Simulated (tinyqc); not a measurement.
# Resistance of a source-drain extension with a graded tip, step by step

Numbers from tinyqc (`OMP_NUM_THREADS=1 python tinyqc.py 2282019 2282020 out.jsonl`; about 0.04 s on one thread of a shared Intel Xeon 2.30GHz). Printed values are rounded.

y runs along the channel, the gate covers y > 0. The doping is N0 for y < y0 and N0 10^(-(y - y0)/la) beyond, uniform over the depth xj. Sheet conductance s(y) = q mu(N) max(N - Nch, 0) xj + (for y > 0) ma Cox Vo, with mu(N) = u0 + (u1 - u0)/(1 + (N/Nr)^au) and Cox = eps0 eox/tox. Current is taken as one-dimensional; depletion of the tip, spreading and the contact are left out. The metallurgical junction lies at yj, where N = Nch.

Values chosen for this exercise; mobility law close to that of electrons in silicon: relative permittivity of the gate insulator (close to silicon dioxide) eox = 3.9; insulator thickness tox = 3.1 nm; active doping of the extension far from the gate N0 = 5.7e19 cm^-3; lateral abruptness la = 5 nm/decade; position under the gate where the fall begins (gate edge at 0) y0 = 3.6 nm; depth of the extension xj = 13 nm; channel doping Nch = 5.6e17 cm^-3; gate overdrive Vo = 0.78 V; mobility of the gate-induced layer ma = 180 cm^2/(V s); mobility at low doping u1 = 1414 cm^2/(V s); mobility at high doping u0 = 68.5 cm^2/(V s); reference doping Nr = 9.2e16 cm^-3; exponent au = 0.711; gate length Lg = 40 nm.

Constants: q = 1.602176634e-19 C, eps0 = 8.8541878128e-14 F/cm where lengths are in cm. Results are converted to the units shown.

## Sheet resistances and junction position

yj = y0 + la log10(N0/Nch); sheet resistance of the full extension 1/[q mu(N0)(N0 - Nch) xj] and of the gate-induced layer 1/(ma Cox Vo); metallurgical length Lg - 2 yj; ye is where the doped and the gate-induced conductances are equal.

yj = 13.6384 nm
sheet resistance of the extension = 1033.87 ohm/square
sheet resistance of the induced layer = 6394.13 ohm/square
metallurgical length = 12.7231 nm
ye = 8.40818 nm
N at ye = 6.22642e18 cm^-3

The gate takes over 5.23 nm before the junction, where N is still 11.1 times the channel doping.

## Resistance of the overlapped part

Midpoint rule on 12 equal steps from 0 to yj: R_ov = sum h/s(y), per width.

```
point    y (nm)   N (cm^-3)  doped conductance (uS)  sheet resistance (ohm/square)
0      0.568268      5.7e19                 967.238                        889.971
1       1.70480      5.7e19                 967.238                        889.971
2       2.84134      5.7e19                 967.238                        889.971
3       3.97788  4.78960e19                 828.905                        1014.92
4       5.11441  2.83787e19                 527.137                        1462.99
5       6.25095  1.68145e19                 341.489                        2008.51
6       7.38749  9.96272e18                 225.130                        2621.07
7       8.52402  5.90297e18                 150.084                        3262.88
8       9.66056  3.49755e18                 99.5400                        3907.26
9       10.7971  2.07232e18                 63.3041                        4551.71
10      11.9336  1.22786e18                 35.1273                        5221.37
11      13.0702  7.27514e17                 11.1643                        5968.09
```

R_ov = 37.152 ohm um

The exact integral is 37.184 ohm um; the coarse sum is 0.086 % below it.
